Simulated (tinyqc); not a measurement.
AlGaN/GaN HEMT with access regions, lumped model: one step of the calculation.

A polarisation-induced electron sheet under a Schottky gate, in series with two ungated access regions and contacts. Drift law v = mu E/(1 + mu E/vs) under the gate. Currents in mA/mm, resistances in ohm mm. No self-heating, no channel-length modulation; fits for polarisation, barrier and offset are chosen for the exercise.

Task. Drain current. Access resistance R(L, n) = L/(q mu n sqrt(1 - (I/(q n vs))^2)); Rs = Rc + R(Ls, n0), Rd = Rc + R(Ld, (1 - ft) n0). Vg' = Vg - I Rs, Vd' = Vd - I (Rs + Rd); with u = Vg' - VT, Vc = vs Lg/mu and w the smaller of Vd' and Vc [sqrt(1 + 2 u/Vc) - 1] (0 if negative), the channel gives (mu Cb/Lg)(u w - w^2/2)/(1 + w/Vc). I(new) = I + 0.3 (channel current - I).

Parameters, values chosen for the exercise; values close to those of AlGaN/GaN structures:
```
symbol,value,unit,meaning
mu,1300,cm^2/(V s),channel mobility
vs,1.1e7,cm/s,saturation velocity
Lg,1,um,gate length
Ls,0.5,um,source access length
Ld,16,um,drain access length
Rc,0.44,ohm mm,resistance of each contact
ft,0,,share of the drain-access electrons removed by traps
Vg,1,V,gate voltage
Vd,10,V,drain voltage
```

Constants: q = 1.602176634e-19 C. Results are converted to the units shown.

I after iteration 1 = 1156.2248 mA/mm
VT = -3.5078735 V
Cb = 0.67882107 uF/cm^2
n0 = 1.4862396e13 cm^-2

Give: Rs; Rd; Vg'; Vd'; channel current; I after iteration 2.

Result.

Rs = 0.62001 ohm mm
Rd = 6.2002 ohm mm
Vg' = 0.28313 V
Vd' = 2.1143 V
channel current = 1468.5 mA/mm
I after iteration 2 = 1249.9 mA/mm

tinyqc, about 0.02 s, one thread, Intel Xeon 2.30GHz (shared host): `OMP_NUM_THREADS=1 python tinyqc.py 2570047 2570048 out.jsonl`
